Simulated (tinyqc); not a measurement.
Interlayer thickness: switching kinetics of a ferroelectric film and the memory window of a ferroelectric gate stack. Computed by tinyqc, a small Python program. Command: `OMP_NUM_THREADS=1 python tinyqc.py 3008507 3008508 out.jsonl feswitch walk`. One thread of a shared host (Intel(R) Xeon(R) Processor @ 2.30GHz), about 0.01 s of CPU time with the checks.

Fields in MV/cm; 1 microcoulomb/cm^2 over eps_0 is 11.29409 MV/cm. In the stack (metal, ferroelectric, interlayer, channel) the channel is taken as a conductor.

Inputs (values chosen for the exercise, for a model hafnia-based film):

| quantity | value | unit |
|---|---|---|
| saturation polarisation P_s | 25 | microcoulomb/cm^2 |
| ratio P_r/P_s | 0.92 | - |
| coercive field E_c | 1.6 | MV/cm |
| permittivity of the ferroelectric eps_F | 31 | - |
| thickness t_F | 23 | nm |
| permittivity of the interlayer eps_I | 3.9 | - |
| share s of P screened by trapped charge | 0.65 | - |
| pulse height V | 6.8 | V |
| breakdown field of the interlayer | 17 | MV/cm |

Method. Series stack: V = E_F t_F + E_I t_I and eps_I E_I = eps_F E_F + (1 - s) P/eps_0. E_I is for P = +P_s at the pulse height, the depolarising field for P = +P_r at V = 0; V needed puts E_F = 1.5 E_c after switching.

Stack against t_I:

| t_I (nm) | E_F after (MV/cm) | E_I (MV/cm) | depolarising field / E_c | V needed (V) |
|---|---|---|---|---|
| 0.3 | 2.3793 | 44.252 | 0.17219 | 6.852 |
| 0.5 | 2.0512 | 41.644 | 0.27007 | 7.741 |
| 0.8 | 1.6257 | 38.261 | 0.39702 | 9.073 |
| 1.2 | 1.1553 | 34.523 | 0.53734 | 10.850 |
| 1.6 | 0.7687 | 31.450 | 0.65267 | 12.627 |
| 2.0 | 0.4453 | 28.879 | 0.74915 | 14.403 |
| 3.0 | -0.1712 | 23.979 | 0.93306 | 18.845 |

What does the comparison show, and why?

Each nanometre of interlayer costs 4.44 V, against 0.24 V for a nanometre of ferroelectric. The depolarising field grows from 0.17 to 0.93 E_c. At E_F = 1.5 E_c the interlayer carries (1.5 eps_F E_c + (1 - s) P_s/eps_0)/eps_I = 44.4 MV/cm whatever its thickness, above its breakdown field of 17 MV/cm, so the voltages in the last column could not be applied without breakdown. Caution: rows with E_I above the breakdown field of the interlayer cannot be reached without charge injection. Caution: where E_F after switching is below E_c the switching stalls before P_s, and where the depolarising field exceeds E_c the state switches back, so those rows describe states that are not held.
